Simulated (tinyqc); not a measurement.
Inside a calculation. Method: plane-wave Kohn-Sham cycle with exchange-only LDA in a layered model solid. Computed by tinyqc, a small Python program that keeps every step. Settings: points = 16, plane-wave index or count = 3, electrons = 2, k points = 3, area = 36.0, mixing = 0.8, iteration cap = 70, Kerker q0 = 0.9. Command: `OMP_NUM_THREADS=1 python tinyqc.py 21048 21049 out.jsonl` (the two numbers bound the seeds that draw the settings). One thread of a shared host (Intel(R) Xeon(R) Processor @ 2.60GHz), about 0.05 s of CPU time with the checks. Later iterations appear only in the table of the cycle.

## Iteration 1: potential

A solid whose potential varies along x alone (atomic units):
```
parameter                      value
period a                   15.400000
cross-section of the cell  36.000000
electrons per cell                 2
grid points                       16
plane waves -n..n, n               3
k points                           3
V1 in V1 cos(2 pi x/a)     -0.140000
V2 in V2 cos(4 pi x/a)     -0.120000
```

density at the start, on the grid x_j = j a/N (e/bohr^3): 0.003608  0.003608  0.003608  0.003608  0.003608  0.003608  0.003608  0.003608  0.003608  0.003608  0.003608  0.003608  0.003608  0.003608  0.003608  0.003608

V_H(G) = 4 pi rho(G)/G^2 for G != 0 (uniform background); v_x = -(3 rho/pi)^(1/3); V = V_ext + V_H + v_x; Fourier components f(G_m) = (1/N) sum_j f(x_j) exp(-i G_m x_j).

Potentials on the grid (hartree):
```
x          V_ext     V_H      v_x        V
0.0000   -0.2600  0.0000  -0.1510  -0.4110
0.9625   -0.2142  0.0000  -0.1510  -0.3652
1.9250   -0.0990  0.0000  -0.1510  -0.2500
2.8875    0.0313  0.0000  -0.1510  -0.1198
3.8500    0.1200  0.0000  -0.1510  -0.0310
4.8125    0.1384  0.0000  -0.1510  -0.0126
5.7750    0.0990  0.0000  -0.1510  -0.0520
6.7375    0.0445  0.0000  -0.1510  -0.1065
7.7000    0.0200  0.0000  -0.1510  -0.1310
8.6625    0.0445  0.0000  -0.1510  -0.1065
9.6250    0.0990  0.0000  -0.1510  -0.0520
10.5875   0.1384  0.0000  -0.1510  -0.0126
11.5500   0.1200  0.0000  -0.1510  -0.0310
12.5125   0.0313  0.0000  -0.1510  -0.1198
13.4750  -0.0990  0.0000  -0.1510  -0.2500
14.4375  -0.2142  0.0000  -0.1510  -0.3652
```

V(G_m), m = 0, 1, 2, ... (hartree): -0.1510  -0.0700  -0.0600  0.0000  0.0000  0.0000  0.0000

## Iteration 1: Hamiltonian at one k

k = 0.0000 2 pi / a

H(m,m') = (k + G_m)^2/2 delta + V(G_m - G_m'), with V(-G) = V(G).

H (hartree), lower triangle:
```
         -3       -2       -1       +0       +1       +2      +3
-3   0.5981
-2  -0.0700   0.1819
-1  -0.0600  -0.0700  -0.0678
+0   0.0000  -0.0600  -0.0700  -0.1510
+1   0.0000   0.0000  -0.0600  -0.0700  -0.0678
+2   0.0000   0.0000   0.0000  -0.0600  -0.0700   0.1819
+3   0.0000   0.0000   0.0000   0.0000  -0.0600  -0.0700  0.5981
```

## Iteration 1: levels at that k

Diagonalise the Hermitian matrix.

eigenvalues (hartree): -0.2696  -0.0428  -0.0407  0.1996  0.2004  0.6132  0.6133

## Iteration 1: new density

Motion across x is left out: the lowest 1 band(s) hold two electrons at each of the k points (j + 1/2)/nk - 1/2. Residual R = rho(out) - rho(in); rho(new) = rho(in) + 0.8 R, with R(G) scaled by G^2/(G^2 + 0.9^2) (Kerker). rho(out) = 2/(a A nk) sum |psi|^2 with psi = sum c exp(i G x). Harris energy E = band energy - dV sum rho (V_H/2 + v_x) + (3/4) dV sum rho v_x with rho(in), dV = a A/N, band energy = (2/nk) sum of the filled levels.

rho(out) (e/bohr^3): 0.015500  0.012293  0.006135  0.001981  0.000489  0.000140  0.000054  0.000016  0.000004  0.000016  0.000054  0.000140  0.000489  0.001981  0.006135  0.012293

density after iteration 1 (e/bohr^3): 0.006972  0.005574  0.003229  0.002303  0.002606  0.003081  0.003357  0.003473  0.003504  0.003473  0.003357  0.003081  0.002606  0.002303  0.003229  0.005574

energy per cell = -0.463417 hartree

## Iteration 2: potential

As before.

Potentials on the grid (hartree):
```
x          V_ext       V_H      v_x        V
0.0000   -0.2600    0.0954  -0.1881  -0.3527
0.9625   -0.2142    0.0773  -0.1746  -0.3115
1.9250   -0.0990    0.0372  -0.1455  -0.2073
2.8875    0.0313  5.29e-05  -0.1300  -0.0987
3.8500    0.1200   -0.0232  -0.1355  -0.0387
4.8125    0.1384   -0.0349  -0.1433  -0.0397
5.7750    0.0990   -0.0402  -0.1474  -0.0887
6.7375    0.0445   -0.0425  -0.1491  -0.1471
7.7000    0.0200   -0.0431  -0.1496  -0.1727
8.6625    0.0445   -0.0425  -0.1491  -0.1471
9.6250    0.0990   -0.0402  -0.1474  -0.0887
10.5875   0.1384   -0.0349  -0.1433  -0.0397
11.5500   0.1200   -0.0232  -0.1355  -0.0387
12.5125   0.0313  5.29e-05  -0.1300  -0.0987
13.4750  -0.0990    0.0372  -0.1455  -0.2073
14.4375  -0.2142    0.0773  -0.1746  -0.3115
```

V(G_m), m = 0, 1, 2, ... (hartree): -0.1493  -0.0435  -0.0563  -0.0018  -0.0007  0.0003  0.0003

## Iteration 2: Hamiltonian at one k

k = 0.0000 2 pi / a

As before.

H (hartree), lower triangle:
```
         -3       -2       -1       +0       +1       +2      +3
-3   0.5998
-2  -0.0435   0.1836
-1  -0.0563  -0.0435  -0.0661
+0  -0.0018  -0.0563  -0.0435  -0.1493
+1  -0.0007  -0.0018  -0.0563  -0.0435  -0.0661
+2   0.0003  -0.0007  -0.0018  -0.0563  -0.0435   0.1836
+3   0.0003   0.0003  -0.0007  -0.0018  -0.0563  -0.0435  0.5998
```

## Iteration 2: levels at that k

As before.

eigenvalues (hartree): -0.2218  -0.0760  -0.0248  0.1905  0.2009  0.6083  0.6084

## Iteration 2: new density

As before.

rho(out) (e/bohr^3): 0.014709  0.011848  0.006242  0.002270  0.000692  0.000255  0.000124  0.000057  0.000034  0.000057  0.000124  0.000255  0.000692  0.002270  0.006242  0.011848

density after iteration 2 (e/bohr^3): 0.008763  0.006832  0.003425  0.001780  0.001943  0.002572  0.003026  0.003246  0.003309  0.003246  0.003026  0.002572  0.001943  0.001780  0.003425  0.006832

energy per cell = -0.377884 hartree

## Convergence

Stop when sqrt(dV sum R^2) is below 1e-8, dV = a A/N.

Course of the cycle:
```
iteration  E (hartree)  norm of the residual
1            -0.463417              1.20e-01
2            -0.377884              9.05e-02
3            -0.320754              6.59e-02
4            -0.294609              1.69e-02
5            -0.295170              2.21e-02
6            -0.296364              2.59e-02
7            -0.296821              3.98e-02
8            -0.300278              4.22e-02
9            -0.297805              4.83e-02
10           -0.302508              4.73e-02
11           -0.297434              4.52e-02
...                ...                   ...
60           -0.301950              4.61e-02
61           -0.297552              4.61e-02
62           -0.301950              4.61e-02
63           -0.297552              4.61e-02
64           -0.301950              4.61e-02
65           -0.297552              4.61e-02
66           -0.301950              4.61e-02
67           -0.297552              4.61e-02
68           -0.301950              4.61e-02
69           -0.297552              4.61e-02
70           -0.301950              4.61e-02
```

Not converged within 70 iterations: the residual has stopped falling: the iteration swings between two states. Reruns (cap 100 unless said): mixing 0.1: not converged; mixing 0.5, Kerker q0 1.0: converged in 56 (E = -0.29481); mixing 0.3, Pulay depth 5: converged in 24 (E = -0.29481); the original settings with a cap of 400: not converged.
